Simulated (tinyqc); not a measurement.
Elastic strain and critical thickness of a cubic alloy layer A(1-x)B(x) on a thick substrate: one step, computed by the program tinyqc.

Strain is positive in tension. The layer is coherent with the substrate unless said otherwise.

Question. Isotropic constants and the prefactor A. Voigt averages: G = (C11 - C12 + 3 C44)/5, B = (C11 + 2 C12)/3, nu = (3 B - 2 G)/(2 (3 B + G)); b = a/sqrt(2). The 60-degree dislocation has cos alpha = 1/2, and cos lambda = sqrt(3)/6 on (111), for glide on an inclined {111} plane. Matthews-Blakeslee: h_c = A [ln(h_c/b) + 1], A = b (1 - nu cos^2 alpha)/(8 pi |f| (1 + nu) cos lambda), the factor 8 pi being that of an uncapped layer.

Growth plane: (111). Layer: uncapped. Misfit dislocation: 60-degree.

elastic constants (GPa): C11 145.6930, C12 56.0771, C44 72.2567

free lattice constant a = 5.55131 angstrom

misfit f = -0.02167236

Give: shear modulus G; Poisson ratio nu; Burgers vector b; prefactor A.

Answer.

shear modulus G = 61.2772 GPa

Poisson ratio nu = 0.2120

Burgers vector b = 0.3925 nm

prefactor A = 1.951 nm
